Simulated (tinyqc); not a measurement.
# Carrier lifetime of an n-type layer with SRH, radiative, Auger and surface recombination: lifetime against injection

Uniform excess density dn = dp (no trapping), n = n0 + dn, p = p0 + dn, Boltzmann statistics, full ionisation. Surfaces enter as a rate 2 S dn/d, which holds while diffusion to them is fast.

ni = sqrt(Nc Nv) exp(-Eg/(2 Vt)), Eg in volts; majority density N/2 + sqrt(N^2/4 + ni^2), n0 p0 = ni^2; n1 = Nc exp(-Et/Vt), p1 = Nv exp((Et - Eg)/Vt); tn0 = 1/(sn vth Nt), tp0 = 1/(sp vth Nt). With e = n p - ni^2 = dn (n0 + p0 + dn): U_SRH = e/(tp0 (n + n1) + tn0 (p + p1)), U_rad = B e, U_Aug = (Cn n + Cp p) e, U_s = 2 S dn/d. Each tau is dn over its rate; tau = dn/U with U the sum.

Values chosen for this exercise; band and dielectric values close to those of cadmium telluride:
- T = 350 K (temperature)
- Eg = 1.51 eV (band gap)
- Nc = 1e18 cm^-3 (conduction-band density of states at T)
- Nv = 2.27e19 cm^-3 (valence-band density of states at T)
- B = 1.98e-10 cm^3/s (radiative coefficient)
- N = 1e17 cm^-3 (donor density)
- Cn = 1.6e-30 cm^6/s (Auger coefficient (two electrons))
- Cp = 8.4e-31 cm^6/s (Auger coefficient (two holes))
- Nt = 2.6e13 cm^-3 (trap density)
- sn = 7e-15 cm^2 (capture cross-section for electrons)
- sp = 5e-14 cm^2 (capture cross-section for holes)
- vth = 2.4e7 cm/s (thermal velocity (both carriers))
- Et = 0.45 eV (trap level below the conduction band)
- S = 0 cm/s (surface recombination velocity (both faces))
- d = 100 um (sample thickness)

Constants: q = 1.602176634e-19 C, kB = 1.380649e-23 J/K, Vt = kB T/q. Results are converted to the units shown.

Results:

| dn (cm^-3) | tau_SRH (s) | tau_rad (s) | tau_Aug (s) | tau (s) | radiative share (%) | largest path |
|---|---|---|---|---|---|---|
| 1e11 | 3.2052e-8 | 5.0505e-8 | 6.2500e-5 | 1.9602e-8 | 38.812 | SRH |
| 1e13 | 3.2074e-8 | 5.0500e-8 | 6.2484e-5 | 1.9610e-8 | 38.831 | SRH |
| 1e14 | 3.2280e-8 | 5.0455e-8 | 6.2342e-5 | 1.9679e-8 | 39.004 | SRH |
| 1e15 | 3.4318e-8 | 5.0005e-8 | 6.0952e-5 | 2.0344e-8 | 40.685 | SRH |
| 1e16 | 5.2864e-8 | 4.5914e-8 | 4.9300e-5 | 2.4560e-8 | 53.491 | radiative |
| 1e17 | 1.4652e-7 | 2.5253e-8 | 1.2376e-5 | 2.1503e-8 | 85.151 | radiative |
| 1e18 | 2.4018e-7 | 4.5914e-9 | 3.4965e-7 | 4.4479e-9 | 96.876 | radiative |
| 1e19 | 2.5872e-7 | 5.0005e-10 | 4.0313e-9 | 4.4410e-10 | 88.812 | radiative |

Estimate the missing row, dn = 1e12 cm^-3.

Computed row:

| dn (cm^-3) | tau_SRH (s) | tau_rad (s) | tau_Aug (s) | tau (s) | radiative share (%) | largest path |
|---|---|---|---|---|---|---|
| 1e12 | 3.2054e-8 | 5.0505e-8 | 6.2498e-5 | 1.9603e-8 | 38.813 | SRH |

With this row back in the table: SRH recombination leads at dn = 1e11, radiative from 1e16 on. The total lifetime goes from 1.96e-8 through a maximum of 2.46e-8 (at dn = 1e16 among the rows listed) to 4.44e-10 s. tau_SRH goes from 3.21e-8 s (low-injection limit 3.21e-8 s) to 2.59e-7 s (high-injection limit tn0 + tp0 = 2.61e-7 s). Between the last two rows tau_rad goes as dn^(-0.96) and tau_Aug as dn^(-1.94); the radiative share goes from 38.8 through a maximum of 96.9 (at dn = 1e18 among the rows listed) to 88.8 %. For dn = 1e18, 1e19 the carriers are degenerate, where B and the Auger coefficients no longer stay constant.

tinyqc, about 0.01 s, one thread, Intel Xeon 2.30GHz (shared host): `OMP_NUM_THREADS=1 python tinyqc.py 2300002 2300003 out.jsonl`
